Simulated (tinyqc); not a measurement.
Classical nucleation, growth and JMAK kinetics of crystallisation from a melt or glass: one step, computed by the program tinyqc.

A spherical nucleus cap on a flat wall with a sharp interface of isotropic energy gamma; lambda = Omega^(1/3) is the jump distance.

Task: Steady nucleation rate. Driving force per volume: dG = H (T_m - T)/T_m. Shape factor f = (2 + cos theta)(1 - cos theta)^2/4. W(r) = f [4 pi r^2 gamma - (4/3) pi r^3 dG]; r* = 2 gamma/dG; W* = f 16 pi gamma^3/(3 dG^2); n* = f (4/3) pi r*^3/Omega. D = D0 exp(-Q/(k_B T)); attachment rate k+ = (A*/lambda^2) D/lambda^2 with A* = 2 pi r*^2 (1 - cos theta); Zeldovich factor Z = sqrt(W*/(3 pi k_B T))/n*; sites per volume N = S_v/lambda^2; I = N Z k+ exp(-W*/(k_B T)); lag time = 1/(4 pi Z^2 k+).

Inputs (values chosen for the exercise, for a model substance):

| quantity | value | unit |
|---|---|---|
| melting point T_m | 1300 | K |
| heat of melting per volume H | 1360 | J/cm^3 |
| interface energy gamma | 0.144 | J/m^2 |
| atomic volume Omega | 24.9 | angstrom^3 |
| temperature T | 791 | K |
| diffusion prefactor D0 | 6.4e-07 | m^2/s |
| activation energy Q | 1.67 | eV |
| contact angle theta | 100 | degrees |
| wall area per volume S_v | 340000 | 1/m |

Nucleation: on a flat wall. Driving force: Turnbull (linear).

Constants: k_B = 8.617333262e-05 eV/K; k_B = 1.380649e-23 J/K.

Give: diffusivity D; attachment rate k+; Zeldovich factor Z; sites N; nucleation rate I; lag time.

Result:

diffusivity D = 1.465e-17 m^2/s

attachment rate k+ = 4347 1/s

Zeldovich factor Z = 0.06203

sites N = 3.987e+24 1/m^3

nucleation rate I = 4.154e+22 1/(m^3 s)

lag time = 0.004757 s

Caution: homogeneous nucleation, left out here, would be as fast or faster: the wall offers too few sites or too small a cut in the barrier.
